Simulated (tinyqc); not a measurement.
Inside a calculation. Model: Tersoff bond-order potential. Computed by tinyqc, a small Python program that keeps every step. Command: `OMP_NUM_THREADS=1 python tinyqc.py 3014063 3014064 out.jsonl tersoff walk`. One thread of a shared host (Intel(R) Xeon(R) Processor @ 2.30GHz), about 0.01 s of CPU time with the checks. Intermediate numbers are printed to about 7 digits and carried at full precision; extremes and crossings named in words are read from the listed rows.

E = (1/2) sum_(i, j != i) [A exp(-lambda r_ij) - b_ij B exp(-mu r_ij)], b_ij = (1 + (beta zeta_ij)^n)^(-1/(2n)), zeta_ij = sum_(k != i, j) g(theta_ijk), g = 1 + c^2/d^2 - c^2/(d^2 + (h - cos theta)^2), with theta at atom i. Only nearest neighbours count (cut-off function 1 for them, 0 beyond).

Inputs (values chosen for the exercise, modelled on carbon):

| quantity | value | unit |
|---|---|---|
| A | 1369.7 | eV |
| B | 347.07 | eV |
| lambda | 3.4879 | 1/angstrom |
| mu | 2.2119 | 1/angstrom |
| beta | 1.46e-07 | - |
| n | 0.7289 | - |
| c | 37080 | - |
| d | 4.346 | - |
| h | -0.5711 | - |
| bond length r_12 | 1.54 | angstrom |
| bond length r_13 | 1.49 | angstrom |
| angle theta at atom 1 | 136 | degrees |

Constants: 1 eV/angstrom^3 = 160.2176634 GPa.

## An open trimer

Atom 1 binds atoms 2 and 3, which do not interact. b_12 = b_13 follow from zeta = g(theta); b_21 = b_31 = 1. E = sum over the two bonds of A exp(-lambda r) - (b + 1)/2 B exp(-mu r).

g(theta) = 84596.10

bond order b_12 = 0.9730386

repulsive terms (eV): 6.366062  7.578960

attractive terms B exp(-mu r) (eV): 11.50982  12.85581

energy of the trimer = -10.09214 eV

g is least (g = 1) at cos theta = h, 124.8 degrees, wider than the tetrahedral 109.47.

## The diamond lattice

zeta = 3 g(cos theta = -1/3). With z equal bonds of order b, r = ln(lambda A/(mu b B))/(lambda - mu) and E per atom = -(z/2) b B exp(-mu r)(1 - mu/lambda). a0 = 4 r/sqrt3; B0 = phi''(r)/(3 a0) with phi'' = mu (lambda - mu) b B exp(-mu r), since b does not change under uniform scaling.

zeta = 651700.1

bond order b = 0.8926530

bond length = 1.521807 angstrom

energy per atom of the diamond lattice = -7.826079 eV

lattice constant a0 = 3.514463 angstrom

bulk modulus B0 = 458.7478 GPa

## Elastic constants of the diamond lattice

Second derivatives of the energy per atom, volume V = a0^3/8: e_xx gives C11; e_xx = -e_yy gives 2 (C11 - C12); e_xy = e_yx = s/2 with a sublattice shift u_z gives C44 = (E_ss - E_su^2/E_uu)/V and Kleinman's parameter |E_su/E_uu|/(a0/4).

C11 = 1122.171 GPa

C12 = 127.0363 GPa

C44 = 670.9804 GPa

Kleinman's parameter = 0.2422915

## Unrelaxed vacancy

Each of the four neighbours loses one bond; its three other bonds now have zeta = 2 g, for the direction that starts at it. E_v = -E + 12 x (1/2)(b(3g) - b(2g)) B exp(-mu r), where -E is the pair-like cost.

b(2g) = 0.9173722

unrelaxed vacancy energy E_v = 6.048906 eV

Stronger back bonds return 1.777 eV, so E_v is 77 % of the cohesive energy.

## Energy against coordination

Angles seen from one bond (cos theta: count): chain -1: 1; graphitic -1/2: 2; diamond -1/3: 3; square net 0: 2, -1: 1; simple cubic 0: 4, -1: 1; bcc 1/3: 3, -1/3: 3, -1: 1; fcc 1/2: 4, 0: 2, -1/2: 4, -1: 1.

Relaxed structures:

| structure | z | zeta | b | r (angstrom) | E per atom (eV) | E per bond (eV) |
|---|---|---|---|---|---|---|
| dimer | 1 | 0 | 1.000000 | 1.432812 | -2.668648 | -5.337297 |
| chain | 2 | 7.021404e+05 | 0.887473 | 1.526368 | -3.851286 | -3.851286 |
| graphitic | 3 | 3.895793e+04 | 0.984458 | 1.445089 | -7.670380 | -5.113587 |
| diamond | 4 | 6.517001e+05 | 0.892653 | 1.521807 | -7.826079 | -3.913040 |
| square net | 4 | 3.173522e+06 | 0.733620 | 1.675574 | -4.577433 | -2.288716 |
| simple cubic | 6 | 5.644903e+06 | 0.651272 | 1.768885 | -4.958705 | -1.652902 |
| bcc | 8 | 1.041914e+07 | 0.555251 | 1.893890 | -4.275162 | -1.068791 |
| fcc | 12 | 1.992512e+07 | 0.452432 | 2.054379 | -3.663862 | -0.610644 |

The lowest are diamond, graphitic and simple cubic, the first two 0.156 eV apart. The bond order falls from 1 to 0.452 and the bond weakens from -5.34 to -0.61 eV, as b^(lambda/(lambda - mu)) with exponent 2.73. With the same z = 4 the square net lies 3.25 eV above diamond, from its angles alone. Caution: in bcc and other dense structures second neighbours can fall inside the usual cut-off; they are left out here.

Checks made by the program: (C11 + 2 C12)/3 against B0 (relative difference 8e-09).
